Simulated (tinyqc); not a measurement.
## Cap thickness from the capacitance plateau

Problem. With only the buried channel on, 1/C = 1/Cox + (tc + zc)/(eps0 eps_r), Cox = eps0 eox/tox. Find tc and the oxide-equivalent thickness 3.9 eps0/C.

Inputs (values chosen for the exercise); band and dielectric values close to those of silicon:
```
symbol,value,unit,meaning
eps_r,11.8,,relative permittivity
eox,3.9,,relative permittivity of the gate insulator (close to silicon dioxide)
tox,1.9,nm,insulator thickness
zc,0.8,nm,depth of the hole centroid below the top of the SiGe
```

Constants: eps0 = 8.8541878128e-14 F/cm where lengths are in cm. Results are converted to the units shown.

plateau of C/Cox with only the buried channel on = 0.45811197

Answer. The cap and the centroid act as a second capacitor in series with the insulator.

tc = 6.000 nm
equivalent thickness = 4.147 nm

tinyqc, about 0.02 s, one thread, Intel Xeon 2.30GHz (shared host): `OMP_NUM_THREADS=1 python tinyqc.py 2042117 2042118 out.jsonl`
